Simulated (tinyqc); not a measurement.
Composition from the perpendicular lattice constant.

Question. The layer is x parts of the first compound and 1 - x of the second, grown coherently on the third as substrate and barrier. Rows of the table: lattice constant a, average valence level Ea on an absolute scale, spin-orbit splitting so, gaps at Gamma, X and L, hydrostatic deformation potentials av and ac (Gamma), shear potential b, elastic constants, electron and heavy-hole (along z) masses. All are interpolated linearly in x; gaps get -C x (1 - x), taken wholly in the conduction band; real line-ups can differ from this model by 0.1 eV or more. In-plane strain e = (a_substrate - a)/a, e_z = -2 (c12/c11) e, volume change 2 e + e_z. X-ray diffraction gives a_z = a (1 + e_z) of the coherent layer. Find x, e and the relaxed Gamma gap.

Inputs (values chosen for the exercise): bowing of the Gamma gap CG = 1.43 eV; bowing of the X gap CX = 1.2 eV; bowing of the L gap CL = 1.2 eV.

Binary compounds, values chosen for the exercise:

|  | close to GaSb | close to GaAs | close to InP |
|---|---|---|---|
| a (angstrom) | 6.096 | 5.653 | 5.869 |
| Ea (eV) | -6.25 | -6.92 | -7.04 |
| so (eV) | 0.761 | 0.34 | 0.11 |
| EG (eV) | 0.734 | 1.44 | 1.34 |
| EX (eV) | 1.04 | 1.9 | 2.21 |
| EL (eV) | 0.809 | 1.69 | 1.96 |
| av (eV) | 0.789 | 1.16 | 1.26 |
| ac (eV) | -6.82 | -7.08 | -4.99 |
| b (eV) | -2.01 | -1.69 | -1.7 |
| c11 (GPa) | 87.2 | 118 | 100 |
| c12 (GPa) | 39.9 | 53 | 55.3 |
| me (m0) | 0.0393 | 0.0662 | 0.0796 |
| mh (m0) | 0.248 | 0.352 | 0.527 |

lattice constant along the growth direction = 5.99781888 angstrom

Answer. a_z changes steadily with x, about (1 + 2 c12/c11) times as fast as the relaxed lattice constant, so one composition matches.

x = 0.640
e = -1.14 %
relaxed Gamma gap = 0.659 eV

Numbers from tinyqc (`OMP_NUM_THREADS=1 python tinyqc.py 2690021 2690022 out.jsonl`; about 0.01 s on one thread of a shared Intel Xeon 2.30GHz).
